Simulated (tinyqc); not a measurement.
# Worked calculation: charge-trap memory cell

Program tinyqc, `OMP_NUM_THREADS=1 python tinyqc.py 2130012 2130013 out.jsonl`; Intel Xeon 2.30GHz, shared host, one thread, about 0.03 s. Printed values are rounded.

Channel, tunnel oxide, storage layer, blocking layer, gate. N electrons per area sit in a sheet at the centroid and shift the threshold by U = (q/eps0) N (tb/eb + xc tn/en). EOT = t1 + 3.9 (tn/en + tb/eb); tunnel field F = (Vg - U)/EOT; dN/dt = eta (J/q)(1 - N/Nm). Fowler-Nordheim: J = A F^2 exp(-B/F), A = q^2/(16 pi^2 hbar mo phi) (times 1e14 for A/cm^2 with F in V/nm, emitter mass m0), B = (4/3) sqrt(mo/C) phi^1.5, C = hbar^2/(2 m0).

Inputs (values chosen for the exercise); oxide values close to those of silicon dioxide, storage layer close to silicon nitride, blocking layer close to silicon dioxide: tunnel barrier phi = 3.04 eV; tunnelling mass mo = 0.41 m0; tunnel oxide (permittivity 3.9) t1 = 4.1 nm; storage layer tn = 6.2 nm; its relative permittivity en = 7.1; blocking layer tb = 7.1 nm; its relative permittivity eb = 3.9; charge centroid, share of tn counted from the blocking side xc = 0.36; capture efficiency of an empty layer eta = 0.47; trap density Nm = 2.2e13 cm^-2; storage temperature T = 300 K; shallowest trap depth E1 = 0.72 eV; deepest trap depth E2 = 1.6 eV; attempt frequency nu = 1e13 1/s; gate voltage less flat band and surface potential Vg = 16.1 V; first time step d0 = 1.4e-6 s; growth of the step gr = 1.8; steps n = 10.

Constants: q = 1.602176634e-19 C, kB = 1.380649e-23 J/K, hbar = 1.054571817e-34 J s, m0 = 9.1093837015e-31 kg, Vt = kB T/q, eps0 = 8.8541878128e-14 F/cm where lengths are in cm, hbar^2/(2 m0) = 0.0380998212 eV nm^2. Results are converted to the units shown.

Range of the model: The Fowler-Nordheim form needs F t1 above phi; trap-assisted paths and leakage through the blocking layer are left out.

## Constants of the stack

EOT, the shift for 1e12 electrons per cm^2, the shift with all traps full, and the starting field, current and rate.

EOT = 14.6056 nm
shift for 1e12 cm^-2 = 0.386309 V
shift with all traps full = 8.49880 V
F(0) = 1.10231 V/nm
J(0) = 0.110391 A/cm^2
dN/dt at the start = 3.23832e17 cm^-2 s^-1

## Midpoint steps of growing length

N(half) = N + (d/2) r(N), N(new) = N + d r(N(half)), r = dN/dt; the step starts at d0 and is multiplied by gr each time. Field in the blocking layer (3.9 F + q N/eps0)/eb.

t, step 0 to 10 (s): [0, 1.4e-6, 3.92e-6, 8.456e-6, 1.66208e-5, 3.13174e-5, 5.77714e-5, 1.05389e-4, 1.91099e-4, 3.45379e-4, 6.23082e-4]
N, step 0 to 10 (cm^-2): [0, 3.95604e11, 9.23291e11, 1.56536e12, 2.28794e12, 3.05621e12, 3.84305e12, 4.63018e12, 5.40616e12, 6.16419e12, 6.90046e12]
U, step 0 to 10 (V): [0.00000, 0.15283, 0.35668, 0.60471, 0.88385, 1.18064, 1.48461, 1.78868, 2.08845, 2.38128, 2.66571]
F, step 0 to 10 (V/nm): [1.10231, 1.09185, 1.07789, 1.06091, 1.04180, 1.02148, 1.00067, 0.97985, 0.95933, 0.93928, 0.91980]
blocking field, step 0 to 10 (V/nm): [1.10231, 1.11021, 1.12073, 1.13354, 1.14796, 1.16328, 1.17898, 1.19468, 1.21016, 1.22528, 1.23997]

A converged integration gives U = 2.748 V at the last time; the steps are 3.0 % below that. The tunnel field falls by 16.6 % while the blocking field rises by 12.5 %.

## Retention after ten years

Retention: filled traps are spread evenly in depth from E1 to E2, and each empties at the rate nu exp(-E/kB T). The share left is the mean of exp(-nu t exp(-E/kB T)) = [kB T/(E2 - E1)] [E1x(nu t exp(-E2/kB T)) - E1x(nu t exp(-E1/kB T))], E1x the exponential integral; traps shallower than about Ed = kB T ln(nu t) are empty. t = 3.15576e8 s.

Ed = 1.27976 eV
share left = 0.346947
loss a decade while Ed lies between E1 and E2, kB T ln 10/(E2 - E1) = 0.0676437

The sharp-edge estimate (E2 - Ed)/(E2 - E1) is 0.364; the true edge lies 0.577 kB T deeper.
